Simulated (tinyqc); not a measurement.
# Bandgap voltage reference from two bipolar transistors: effect of the output resistor at T0

Two transistors of area 1 and N carry the same current I. Is(T) = Is (T/T0)^eta exp[(Vg0 q/kB)(1/T0 - 1/T)], VBE1 = Vt ln(I/Is(T)) + I rb, VBE2 = Vt ln(I/(N Is(T))) + I rb/N. The amplifier forces I R1(T) = VBE1 - VBE2 + Vos, with R(T) = R (1 + tc (T - T0)) for both resistors, and the output is Vref = VBE1 + I R2(T). Base currents and the Early effect are neglected.

Vt = kB T/q; I = (Vt ln N + Vos)/(R1(T) - rb (1 - 1/N)). Box coefficient: span of Vref between 233 and 398 K over its average over T and over 165 K. The last column is the R2 that gives zero slope at T0.

Parameters, values chosen for the exercise; values of the order met in silicon bipolar transistors: reference temperature T0 = 300 K; band-gap voltage extrapolated to 0 K Vg0 = 1.204 V; temperature exponent of the saturation current eta = 3.7; saturation current of the unit transistor at T0 Is = 9.6e-18 A; area ratio of the second transistor N = 24; resistor across which the difference of VBE falls, at T0 R1 = 8.5 kohm; temperature coefficient of both resistors tc = -600 ppm/K; offset of the amplifier Vos = 0 mV; series resistance of the unit transistor rb = 64 ohm.

Constants: q = 1.602176634e-19 C, kB = 1.380649e-23 J/K. Results are converted to the units shown.

Effect of the output resistor at T0:
```
R2 (kohm),I at T0 (uA),Vref at T0 (V),slope at T0 (uV/K),box coefficient (ppm/K),R2 for zero slope (kohm)
52.25,9.736,1.224,-147.7,126.5,56.80
53.96,9.736,1.241,-92.18,79.87,56.80
55.66,9.736,1.257,-36.93,35.26,56.80
56.8,9.736,1.268,0.1109,12.85,56.80
57.93,9.736,1.279,36.83,24.70,56.80
59.64,9.736,1.296,92.40,66.09,56.80
61.34,9.736,1.313,147.6,107.3,56.80
```

What does the comparison show?

As R2 goes from 52.25 to 61.34, Vref rises from 1.224 to 1.313 V and the box coefficient goes from 127 through a minimum of 12.9 (at R2 = 56.8 among the rows listed) to 107 ppm/K. One per cent in R2 moves the slope by 18.5 uV/K.

Program tinyqc, `OMP_NUM_THREADS=1 python tinyqc.py 2062062 2062063 out.jsonl`; Intel Xeon 2.30GHz, shared host, one thread, about 0.02 s.
